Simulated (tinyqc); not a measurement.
Charges from the flat band at three thicknesses.

Inverse problem. For a gate stack whose outer layer (permittivity e2) is made in three thicknesses t2, Vfb = V0 - (q/eps0) [Qb t2/e2 + r2 t2^2/(2 e2)], with Qb the sheet density of all charge below that layer and r2 the uniform density in it. Find V0, Qb and r2.

Inputs (values chosen for the exercise):
- e2 = 21.2 (relative permittivity of layer 2)

Constants: q = 1.602176634e-19 C, eps0 = 8.8541878128e-14 F/cm where lengths are in cm. Results are converted to the units shown.

t2 (nm): 1.7  4.8  8.1
Vfb (V): -0.090606035  -0.074796271  -0.037235650

Solution. A parabola through the three points gives the three coefficients.

V0 = -0.09127 V
Qb = 1.500e11 cm^-2
r2 = -2.300e18 cm^-3

Program tinyqc, `OMP_NUM_THREADS=1 python tinyqc.py 2010089 2010090 out.jsonl`; Intel Xeon 2.30GHz, shared host, one thread, about 0.01 s.
